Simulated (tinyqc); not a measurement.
# Ferroelectric switching by domains, regions with a spread of times with Merz's law: what changes with what

A film poled to -Ps gets a pulse V of length t. Field E = V/d, characteristic time tau = t0 exp(Ea/E). The film consists of seven classes of regions, z = -3..3, with weights w_z proportional to exp(-z^2/2) and summing to one, and times tau_z = tau 10^(wd z); the switched share is f = sum w_z [1 - exp(-(t/tau_z)^m)]. P = Ps (2 f - 1).

Inputs (values chosen for the exercise): switchable polarisation Ps = 9 uC/cm^2; time prefactor t0 = 2.7 ns; activation field Ea = 9500 kV/cm; film thickness d = 50 nm; Avrami exponent m = 1; pulse voltage V = 6.4 V; spread of switching times wd = 0.3 decades; pulse length tp = 3000 ns.

Each table varies one quantity; the others keep the values above.

## Effect of the Avrami exponent

t10, t50 and t90 are the pulse lengths for f = 0.1, 0.5 and 0.9; f is taken at tp.

The same in every row: tau (ns) = 4515.

Results:
```
m,t10 (ns),t50 (ns),t90 (ns),f at tp
0.5,45.10,2098,2.786e4,0.5607
1.5,748.2,3332,1.151e4,0.4600
2,1009,3544,1.083e4,0.4281
2.5,1187,3699,1.058e4,0.4047
3,1310,3835,1.043e4,0.3874
4,1475,4046,1.020e4,0.3631
```

Estimate the missing row, m = 1.

Computed row:
```
m,t10 (ns),t50 (ns),t90 (ns),f at tp
1,387.0,2967,1.377e4,0.5033
```

With this row back in the table: As m goes from 0.5 to 4, t50 rises from 2100 to 4050 ns and f at tp falls from 0.561 to 0.363; t90/t10 goes from 618 to 6.91.

## Switched share against pulse length

Same model as above.

f(t) as above; slope = d ln(-ln(1 - f))/d ln t.

Results:
```
tp (ns),f,P (uC/cm^2),slope
72,0.01989,-8.642,0.9941
150,0.04075,-8.267,0.9880
310,0.08140,-7.535,0.9761
660,0.1615,-6.093,0.9532
1400,0.2995,-3.610,0.9145
2900,0.4932,-0.1223,0.8594
12000,0.8761,6.769,0.7164
26000,0.9704,8.467,0.6350
```

Estimate the missing row, tp = 5900 ns.

Computed row:
```
tp (ns),f,P (uC/cm^2),slope
5900,0.7055,3.698,0.7915
```

With this row back in the table: The share f rises from 0.0199 to 0.970 over 2.6 decades of time; a single class with m = 1 needs 2.2 decades for the same change. The slope falls from 0.994 to 0.635.

## Effect of the spread of switching times

Same model as above.

The same in every row: tau (ns) = 4515.

Result of one run:
```
wd (decades),t10 (ns),t50 (ns),t90 (ns),f at tp
0.4,332.6,2895,1.657e4,0.5096
```

What becomes of these results when the spread of switching times wd is changed from 0.4 to 0.8 decades, all else the same?

Result of the changed run:
```
wd (decades),t10 (ns),t50 (ns),t90 (ns),f at tp
0.8,141.7,2743,4.315e4,0.5156
```

The whole series:
```
wd (decades),t10 (ns),t50 (ns),t90 (ns),f at tp
0,475.7,3129,1.040e4,0.4855
0.2,433.3,3043,1.187e4,0.4954
0.4,332.6,2895,1.657e4,0.5096
0.6,225.4,2782,2.596e4,0.5165
0.8,141.7,2743,4.315e4,0.5156
1,85.47,2813,7.161e4,0.5098
1.2,51.40,2913,1.174e5,0.5043
```

As wd goes from 0 to 1.2 decades, t50 goes from 3130 through a minimum of 2740 (at wd = 0.8 decades among the rows listed) to 2910 ns and f at tp goes from 0.485 through a maximum of 0.516 (at wd = 0.6 decades among the rows listed) to 0.504; t90/t10 goes from 21.9 to 2280.

Numbers from tinyqc (`OMP_NUM_THREADS=1 python tinyqc.py 2860143 2860144 out.jsonl`; about 0.01 s on one thread of a shared Intel Xeon 2.30GHz).
